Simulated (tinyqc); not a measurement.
Worked calculation: plane-wave Kohn-Sham cycle with exchange-only LDA in a layered model solid. Computed by tinyqc, a small Python program that keeps every step. Settings: points = 16, plane-wave index or count = 3, electrons = 2, k points = 2, area = 8.0, mixing = 0.8, iteration cap = 59. Command: `OMP_NUM_THREADS=1 python tinyqc.py 31566 31567 out.jsonl` (the two numbers bound the seeds that draw the settings). One thread of a shared host (Intel(R) Xeon(R) Processor @ 2.60GHz), about 0.02 s of CPU time with the checks.

A solid whose potential varies along x alone (atomic units):
```
parameter                      value
period a                    7.400000
cross-section of the cell   8.000000
electrons per cell                 2
grid points                       16
plane waves -n..n, n               3
k points                           2
V1 in V1 cos(2 pi x/a)     -0.260000
V2 in V2 cos(4 pi x/a)     -0.190000
```

Stop when sqrt(dV sum R^2) is below 1e-8, dV = a A/N.

Course of the cycle:
```
iteration  E (hartree)  norm of the residual
1          -0.69624562              2.69e-01
2          -0.95939917              4.41e-01
3          -1.45848786              4.48e-01
4          -0.99841546              4.50e-01
5          -1.47997349              4.50e-01
6          -0.99884262              4.50e-01
7          -1.48070115              4.50e-01
8          -0.99891236              4.50e-01
9          -1.48075187              4.50e-01
10         -0.99891541              4.50e-01
11         -1.48075452              4.50e-01
...                ...                   ...
49         -1.48075469              4.50e-01
50         -0.99891561              4.50e-01
51         -1.48075469              4.50e-01
52         -0.99891561              4.50e-01
53         -1.48075469              4.50e-01
54         -0.99891561              4.50e-01
55         -1.48075469              4.50e-01
56         -0.99891561              4.50e-01
57         -1.48075469              4.50e-01
58         -0.99891561              4.50e-01
59         -1.48075469              4.50e-01
```

Can the last value be used, and what does the course show?

Not by the stop rule. Not converged within 59 iterations: the residual has stopped falling: the iteration swings between two states. Reruns (cap 100 unless said): mixing 0.1: not converged; mixing 0.5, Kerker q0 1.0: converged in 29 (E = -0.51526); mixing 0.3, Pulay depth 5: converged in 11 (E = -0.51526); the original settings with a cap of 400: not converged.
